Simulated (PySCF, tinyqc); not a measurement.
Worked calculation: FCI on RHF in the sto-6g basis, frozen core, for BeH+, spin multiplicity 1. The lowest restricted solution is unstable here: a spin-polarised one lies 0.0088 hartree lower (PySCF). One step of it, computed by the program tinyqc.

Task: Iteration 1: building the Fock matrix. J_ij = sum D_kl (ij|kl), K_ij = sum D_kl (ik|jl); F = H + J - 0.5 K; E = tr D H + tr D J / 2 - 0.25 tr D K + E_nn.

D at the start, lower triangle:
```
            1Be 1s     1Be 2s   1Be 2px   1Be 2py    1Be 2pz     2H 1s
1Be 1s    2.105874
1Be 2s   -0.398048   1.476263
1Be 2px   0.000000   0.000000  0.000000
1Be 2py   0.000000   0.000000  0.000000  0.000000
1Be 2pz  -0.224410   0.973887  0.000000  0.000000   0.643201
2H 1s     0.017367  -0.023241  0.000000  0.000000  -0.015120  0.000428
```

core Hamiltonian H = T + V (hartree), lower triangle:
```
            1Be 1s     1Be 2s    1Be 2px    1Be 2py    1Be 2pz      2H 1s
1Be 1s   -8.232080
1Be 2s   -1.930989  -2.361875
1Be 2px   0.000000   0.000000  -1.898663
1Be 2py   0.000000   0.000000   0.000000  -1.898663
1Be 2pz  -0.009946  -0.095288   0.000000   0.000000  -1.964557
2H 1s    -0.175941  -0.617470   0.000000   0.000000  -0.737740  -1.614161
```

Two-electron integrals (ij|kl) in chemists' order, unique and non-zero (hartree):
```
(11|11) 2.299996   (21|11) 0.361879   (21|21) 0.071926   (22|11) 0.570332
(22|21) 0.139654   (22|22) 0.417773   (31|31) 0.015252   (32|31) 0.022555
(32|32) 0.092340   (33|11) 0.570332   (33|21) 0.139654   (33|22) 0.417773
(33|33) 0.450117   (41|41) 0.015252   (42|41) 0.022555   (42|42) 0.092340
(43|43) 0.024258   (44|11) 0.570332   (44|21) 0.139654   (44|22) 0.417773
(44|33) 0.401601   (44|44) 0.450117   (51|51) 0.015252   (52|51) 0.022555
(52|52) 0.092340   (53|53) 0.024258   (54|54) 0.024258   (55|11) 0.570332
(55|21) 0.139654   (55|22) 0.417773   (55|33) 0.401601   (55|44) 0.401601
(55|55) 0.450117   (61|11) 0.032976   (61|21) 0.006390   (61|22) 0.012448
(61|33) 0.012345   (61|44) 0.012345   (61|51) 0.000640   (61|52) 0.001269
(61|55) 0.012654   (61|61) 0.000601   (62|11) 0.111611   (62|21) 0.027956
(62|22) 0.095280   (62|33) 0.091374   (62|44) 0.091374   (62|51) 0.003774
(62|52) 0.025082   (62|55) 0.103092   (62|61) 0.002781   (62|62) 0.037439
(63|31) 0.002226   (63|32) 0.011149   (63|53) 0.003945   (63|63) 0.002747
(64|41) 0.002226   (64|42) 0.011149   (64|54) 0.003945   (64|64) 0.002747
(65|11) 0.131852   (65|21) 0.033344   (65|22) 0.118081   (65|33) 0.111315
(65|44) 0.111315   (65|51) 0.005992   (65|52) 0.038838   (65|55) 0.131612
(65|61) 0.003434   (65|62) 0.052117   (65|65) 0.073896   (66|11) 0.285725
(66|21) 0.072733   (66|22) 0.277155   (66|33) 0.259115   (66|44) 0.259115
(66|51) 0.009791   (66|52) 0.087617   (66|55) 0.313235   (66|61) 0.007338
(66|62) 0.148545   (66|65) 0.217062   (66|66) 0.774999
```

nuclear repulsion = 1.14416694 hartree

Give: Coulomb J; exchange K; Fock matrix F; total energy of this density.

Result:

Coulomb J (hartree), lower triangle:
```
         1Be 1s  1Be 2s  1Be 2px  1Be 2py  1Be 2pz   2H 1s
1Be 1s   5.7563
1Be 2s   0.9987  1.9679
1Be 2px  0.0000  0.0000   1.9578
1Be 2py  0.0000  0.0000   0.0000   1.9578
1Be 2pz  0.0368  0.1675   0.0000   0.0000   1.9879
2H 1s    0.0928  0.4638   0.0000   0.0000   0.5786  1.3078
```

exchange K (hartree), lower triangle:
```
         1Be 1s  1Be 2s  1Be 2px  1Be 2py  1Be 2pz   2H 1s
1Be 1s   4.6722
1Be 2s   0.7281  0.7122
1Be 2px  0.0000  0.0000   0.1655
1Be 2py  0.0000  0.0000   0.0000   0.1655
1Be 2pz  0.0278  0.4556   0.0000   0.0000   0.4344
2H 1s    0.0770  0.2866   0.0000   0.0000   0.2463  0.1889
```

Fock matrix F (hartree), lower triangle:
```
          1Be 1s   1Be 2s  1Be 2px  1Be 2py  1Be 2pz    2H 1s
1Be 1s   -4.8119
1Be 2s   -1.2963  -0.7501
1Be 2px   0.0000   0.0000  -0.0236
1Be 2py   0.0000   0.0000   0.0000  -0.0236
1Be 2pz   0.0129  -0.1556   0.0000   0.0000  -0.1939
2H 1s    -0.1216  -0.2970   0.0000   0.0000  -0.2823  -0.4008
```

total energy of this density = -14.510833 hartree
